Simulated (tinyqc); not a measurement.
Thickness of the outer barriers: quantum well in an electric field by finite differences.

Finite differences on points z_i at the centres of cells of width h: H_ii = (c/h^2)(1/m_(i-1/2) + 1/m_(i+1/2)) + V_i, H_(i,i+1) = -(c/h^2)/m_(i+1/2), where m_(i+1/2) is the mean of the masses at the two points (the end values are repeated outwards), psi = 0 on the points beyond both ends, c = hbar^2/2m0. The field adds e F (z - z0) with z0 the middle of the structure; 1 kV/cm = 1e-5 eV/angstrom.

Constants: hbar^2/2m0 = 3.80998211 eV angstrom^2.

Values chosen for the exercise (out of a larger set: near those of a GaAs well in AlGaAs; not measured data): layers = ((42, 0.324, 0.1002), (84, 0, 0.0671), (42, 0.324, 0.1002)) (each layer: thickness in angstrom, band edge in eV, mass in m0); hf = 0.875 angstrom (cell width of the fine grid).

Fine grid, zero field, both outer layers set to each thickness in turn.

Levels (eV):

| outer layers (angstrom) | E1 | E2 | E3 |
|---|---|---|---|
| 10.500 | 0.04755 | 0.19223 | 0.43811 |
| 21.000 | 0.04235 | 0.16980 | 0.37821 |
| 42.000 | 0.04137 | 0.16368 | 0.34462 |
| 84.000 | 0.04134 | 0.16328 | 0.33006 |
| 168.000 | 0.04134 | 0.16328 | 0.32511 |

Which of the three levels are properties of the well, and how thick must the outer layers be?

E1 is bound, and within 0.1 meV of the last row from 42 angstrom on. E2 is bound, and within 0.1 meV of the last row from 84 angstrom on. E3 lies above the barrier edge 0.324 eV and keeps falling (-4.9 meV in the last step): it is a state of the box.

tinyqc: `OMP_NUM_THREADS=1 python tinyqc.py 1281337 1281338 out.jsonl`; about 0.04 s, one thread, shared Intel(R) Xeon(R) Processor @ 2.30GHz.
